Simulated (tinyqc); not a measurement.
# Koster-Slater impurity in a tight-binding band, by Green functions and by supercells, step by step

A worked calculation. Computed by tinyqc, a small Python program that keeps every step. Command: `OMP_NUM_THREADS=1 python tinyqc.py 3016469 3016470 out.jsonl kosterslater walk`. One thread of a shared host (Intel(R) Xeon(R) Processor @ 2.30GHz), about 0.03 s of CPU time with the checks. Intermediate numbers are printed to about 7 digits and carried at full precision; extremes and crossings named in words are read from the listed rows.

One orbital per site, e(k) = -2 t sum cos(k_i) over 1 direction(s), band from -2 t to 2 t, lattice constant 1. One site has the extra energy U. Spin is left out.

Inputs (values chosen for the exercise, for a model band):

| quantity | value | unit |
|---|---|---|
| hopping t | 1.8 | eV |
| impurity potential U | -1.07 | eV |
| supercell edge N | 4 | sites |
| energy inside the band E | -2.29 | eV |
| broadening eta | 0.18 | eV |
| impurity concentration c | 0.0003 | per site |

Lattice: chain.

Constants: hbar = 6.582119569e-16 eV s.

## The host Green function outside the band

Outside the band G0(E) = sign(E)/sqrt(E^2 - 4 t^2). A bound state solves 1/U = G0(E). Energies: 0.05, 0.2, 0.5, 1, 2, 4 and 8 t beyond the band edge on the side of U, rounded to four digits.

Scan on the side of U:

| E (eV) | G0 (1/eV) | 1/U - G0 (1/eV) |
|---|---|---|
| -3.69 | -1.234568 | 0.2999885 |
| -3.96 | -0.606161 | -0.3284186 |
| -4.50 | -0.370370 | -0.5642091 |
| -5.40 | -0.248452 | -0.6861274 |
| -7.20 | -0.160375 | -0.7742044 |
| -10.80 | -0.098209 | -0.8363702 |
| -18.00 | -0.056701 | -0.8778783 |

G0 diverges at the band edge, so any U binds a state.

## The bound state

Bisection in ln(distance from the edge) between 1e-5 t and |U| + t. Weight on the impurity site: -1/(U^2 dG0/dE), by a central difference with step min(1e-4 t, distance/30). Decay length along an axis: 1/arccosh(1 + distance/(2 t)).

level E_b = -3.755649 eV

distance from the band edge = 0.1556491 eV

weight on the impurity site = 0.2849039

decay length = 3.412836 sites

The state is shallow: most of it spreads over the host.

## Green function inside the band

Inside the band G0(z), z = E + i eta, comes from the chain form 1/(sqrt(y - 2t) sqrt(y + 2t)) (principal roots) at y = z.

G0(E + i eta) = -0.0189776-0.3577374i 1/eV

## Scattering

T = U/(1 - U G0); phase shift delta = -arg(1 - U G0) in (-pi, pi]; host density of states -Im G0/pi; on the impurity -Im[G0/(1 - U G0)]/pi; lifetime of a band state hbar/(-2 c Im T).

T matrix = -0.9475310-0.3702126i eV

phase shift delta = 0.3724747 rad

host density of states = 0.1138714 1/eV

density of states on the impurity = 0.1029280 1/eV

scattering lifetime = 2963.216 fs

The Born approximation would take Im T = U^2 Im G0 = -0.410 eV, 1.11 times the full value.

## The supercell Hamiltonian at Gamma

H_ij = -t for each bond from i to j, images included (two bonds add when N = 2); H_11 = U; sites are numbered with the last coordinate running fastest. Diagonalise.

H (eV), lower triangle (symmetric):
```
       1      2      3     4
1  -1.07
2  -1.80   0.00
3   0.00  -1.80   0.00
4  -1.80   0.00  -1.80  0.00
```

levels (eV): -3.923041  -0.523445  0.000000  3.376486

## The level in the supercell

In a periodic cell of N sites along each direction with Bloch vector K, the level solves 1/U = N^-d sum_k 1/(E - e(k)), k_i = (2 pi m_i + K_i)/N, m_i = 0..N-1; the outermost root on the side of U is taken (bisection). d is the number of directions. Gamma means K_i = 0, the zone corner K_i = pi, the quarter point K_i = pi/2. The error is measured against the isolated level E_b.

level at Gamma = -3.923041 eV

level at the corner = -3.136197 eV

level at the quarter point = -3.663862 eV

error at Gamma = -0.1673917 eV

width between Gamma and the corner = 0.7868440 eV

Images turn the level into a band 0.787 eV wide; the quarter point misses the isolated level by 0.092 eV, against -0.17 eV at Gamma.

## Convergence with cell size

Even N; errors against the isolated level E_b, set to 0 below 1e-6 t.

Error of the level (eV):

| N | sites | Gamma | corner | quarter point |
|---|---|---|---|---|
| 4 | 4 | -1.673917e-01 | 6.194522e-01 | 9.178707e-02 |
| 6 | 6 | -8.595709e-02 | 2.161937e-01 | 2.170005e-02 |
| 8 | 8 | -4.797630e-02 | 9.178707e-02 | 6.028997e-03 |
| 12 | 12 | -1.596849e-02 | 2.170005e-02 | 5.439942e-04 |
| 16 | 16 | -5.274917e-03 | 6.028997e-03 | 5.171424e-05 |
| 24 | 24 | -5.328150e-04 | 5.439942e-04 | 0 |

The error at Gamma falls exponentially, between the last two resolved rows by exp(-0.287) per site against 1/(decay length) = 0.293. Gamma and the corner err in opposite directions. Among the sizes listed an error below 1 meV is first reached at N = 24 at Gamma; at the quarter point N = 12 is enough.

## Phase shift across the band

delta/pi = -arg(1 - U G0)/pi counts the states added below E (Friedel); host DOS = -Im G0/pi, DOS on the impurity = -Im[G0/(1 - U G0)]/pi; 13 evenly spaced energies from -(band edge + |U| + 2t) to +(band edge + |U| + 2t).

Across the spectrum:

| E (eV) | Re G0 (1/eV) | host DOS (1/eV) | DOS on the impurity (1/eV) | delta/pi |
|---|---|---|---|---|
| -8.270000 | -0.1342065 | 0.0011470 | 0.0015639 | 0.0014331 |
| -6.891667 | -0.1699159 | 0.0019421 | 0.0029009 | 0.0025397 |
| -5.513333 | -0.2385430 | 0.0043156 | 0.0077775 | 0.0061994 |
| -4.135000 | -0.4712922 | 0.0263556 | 0.1039320 | 0.0562938 |
| -2.756667 | -0.0388009 | 0.1353667 | 0.1202461 | 0.1410879 |
| -1.378333 | -0.0067071 | 0.0955010 | 0.0877157 | 0.0995472 |
| 0.000000 | 0.0000000 | 0.0883091 | 0.0811574 | 0.0918533 |
| 1.378333 | 0.0067071 | 0.0955010 | 0.0854623 | 0.0982174 |
| 2.756667 | 0.0388009 | 0.1353667 | 0.1047880 | 0.1311132 |
| 4.135000 | 0.4712922 | 0.0263556 | 0.0116067 | 0.0187251 |
| 5.513333 | 0.2385430 | 0.0043156 | 0.0027386 | 0.0036785 |
| 6.891667 | 0.1699159 | 0.0019421 | 0.0013905 | 0.0017583 |
| 8.270000 | 0.1342065 | 0.0011470 | 0.0008770 | 0.0010732 |

delta/pi starts and ends near zero (+0.001 and +0.001): the impurity moves states but creates none. The level lies only 0.9 eta outside the band, so the broadening smears its step. delta/pi rises at the bound state below the band (-3.756 eV), reaches 0.14 among these rows (1 in the limit of small eta, just above the level) and is paid back by the top of the band (on a chain half a state is lost at each edge, and in between delta = atan(|U|/sqrt(4 t^2 - E^2))).

Checks made by the program: closed form sqrt(U^2 + 4 t^2) (relative difference below 1e-10); diagonalisation against the k sum (relative difference below 1e-10).
